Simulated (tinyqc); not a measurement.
# On-chip interconnect, size-dependent resistivity and RC delay: effects of single changes

A rectangular line between two neighbours and two ground planes. Surface and grain-boundary scattering are added to the bulk resistivity as corrections; capacitances are parallel-plate values without fringing; inductance is ignored.

Inputs (values chosen for the exercise); metal values close to those of tungsten:
- rho0 = 5.41 uohm cm (bulk resistivity)
- lam = 15.7 nm (bulk mean free path)
- ps = 0 (specular share of surface scattering)
- Rg = 0.33 (reflection coefficient of grain boundaries)
- gr = 2 (grain size over the metal width)
- wd = 91 nm (drawn line width)
- AR = 2.3 (aspect ratio, height over width)
- tl = 0.8 nm (liner on both walls and the bottom, not conducting)
- sp = 91 nm (space to the neighbouring lines)
- hd = 170 nm (dielectric height to the planes above and below)
- ek = 2.7 (relative permittivity of the dielectric)
- Mf = 1 (Miller factor of the neighbours)
- Lw = 14 um (line length)
- Rd = 430 ohm (driver resistance)
- Cl = 1.8 fF (load capacitance)
- rho2 = 5.19 uohm cm (bulk resistivity of the second metal (close to molybdenum))
- lam2 = 11.3 nm (mean free path of the second metal)
- tl2 = 0.2 nm (liner of the second metal)

Constants: eps0 = 8.8541878128e-12 F/m. Results are converted to the units shown.

Each table varies one quantity; the others keep the values above.

## Delay against the reflection coefficient of grain boundaries

Metal width x = wd - 2 tl, height y = AR wd - tl; grain boundaries (Mayadas-Shatzkes): al = (lam/(gr x)) Rg/(1 - Rg), g = 1/[1 - 3 al/2 + 3 al^2 - 3 al^3 ln(1 + 1/al)] - 1; surfaces (Fuchs-Sondheimer, thick limit): s = (3/8) lam (1 - ps)(1/x + 1/y); rho = rho0 (1 + g + s); r = rho/(x y); c = eps0 ek (2 wd/hd + 2 Mf AR wd/sp). Elmore delay tE = Rd (c Lw + Cl) + r Lw (c Lw/2 + Cl); t50 is the time at which the far end of a ladder of 30 pi sections (half capacitances at both ends, Cl at the far end, a step applied through Rd) reaches half the step; line share r Lw/(Rd + r Lw); estimate 0.69 Rd (c Lw + Cl) + 0.38 r c Lw^2 + 0.69 r Lw Cl.

The same in every row: c (fF/um) = 0.1356.

Result of one run:

| Rg | rho (uohm cm) | r (ohm/um) | tE (ps) | t50 (ps) | estimate (ps) | line share of the resistance (%) |
|---|---|---|---|---|---|---|
| 0.15 | 6.044 | 3.242 | 1.715 | 1.197 | 1.186 | 9.549 |

What becomes of these results when the reflection coefficient of grain boundaries Rg is changed from 0.15 to 0.55, all else the same?

Result of the changed run:

| Rg | rho (uohm cm) | r (ohm/um) | tE (ps) | t50 (ps) | estimate (ps) | line share of the resistance (%) |
|---|---|---|---|---|---|---|
| 0.55 | 6.764 | 3.629 | 1.730 | 1.209 | 1.197 | 10.57 |

The whole series:

| Rg | rho (uohm cm) | r (ohm/um) | tE (ps) | t50 (ps) | estimate (ps) | line share of the resistance (%) |
|---|---|---|---|---|---|---|
| 0.05 | 5.956 | 3.196 | 1.713 | 1.196 | 1.185 | 9.424 |
| 0.15 | 6.044 | 3.242 | 1.715 | 1.197 | 1.186 | 9.549 |
| 0.25 | 6.154 | 3.301 | 1.717 | 1.199 | 1.188 | 9.706 |
| 0.35 | 6.296 | 3.378 | 1.720 | 1.201 | 1.190 | 9.908 |
| 0.45 | 6.489 | 3.481 | 1.724 | 1.204 | 1.193 | 10.18 |
| 0.55 | 6.764 | 3.629 | 1.730 | 1.209 | 1.197 | 10.57 |
| 0.65 | 7.191 | 3.858 | 1.739 | 1.215 | 1.203 | 11.16 |
| 0.75 | 7.950 | 4.265 | 1.754 | 1.227 | 1.214 | 12.19 |

As Rg goes from 0.05 to 0.75, r rises from 3.20 to 4.27 ohm/um, c stays at 0.136 fF/um and t50 rises from 1.20 to 1.23 ps. t50/tE lies between 0.698 and 0.700, and the estimate is within 1.0 % of t50.

## Two metals against line width

Metal width x = wd - 2 tl, height y = AR wd - tl; grain boundaries (Mayadas-Shatzkes): al = (lam/(gr x)) Rg/(1 - Rg), g = 1/[1 - 3 al/2 + 3 al^2 - 3 al^3 ln(1 + 1/al)] - 1; surfaces (Fuchs-Sondheimer, thick limit): s = (3/8) lam (1 - ps)(1/x + 1/y); rho = rho0 (1 + g + s); r = rho/(x y). The second metal has rho2, lam2 and tl2 in place of rho0, lam and tl; ps, Rg, gr and AR are shared.

Two metals against line width:

| wd (nm) | rho, first (uohm cm) | rho, second (uohm cm) | r, first (ohm/um) | r, second (ohm/um) | ratio second/first |
|---|---|---|---|---|---|
| 5 | 26.21 | 16.30 | 7204 | 3135 | 0.4352 |
| 6.5 | 20.07 | 13.61 | 2895 | 1513 | 0.5225 |
| 8 | 16.75 | 11.98 | 1487 | 865.9 | 0.5822 |
| 10 | 14.13 | 10.58 | 757.9 | 483.6 | 0.6380 |
| 13 | 11.90 | 9.317 | 358.6 | 249.0 | 0.6943 |
| 17 | 10.25 | 8.334 | 173.7 | 129.1 | 0.7428 |
| 22 | 9.084 | 7.614 | 89.42 | 69.94 | 0.7822 |
| 30 | 8.065 | 6.965 | 41.64 | 34.20 | 0.8213 |
| 45 | 7.158 | 6.372 | 16.06 | 13.83 | 0.8612 |
| 70 | 6.524 | 5.949 | 5.954 | 5.316 | 0.8928 |
| 120 | 6.056 | 5.633 | 1.859 | 1.708 | 0.9188 |

What does the table show?

The resistivity of the first metal falls from 26.2 to 6.06 uohm cm and that of the second goes from 16.3 to 5.63 uohm cm as the line widens. The products rho0 lam, which set the size effect, are 84.9 and 58.6 uohm cm nm. The second metal has the lower resistance in every row. For widths well under the mean free path the thick-limit surface term is only a guide.

Program tinyqc, `OMP_NUM_THREADS=1 python tinyqc.py 2100070 2100071 out.jsonl`; Intel Xeon 2.30GHz, shared host, one thread, about 0.01 s.
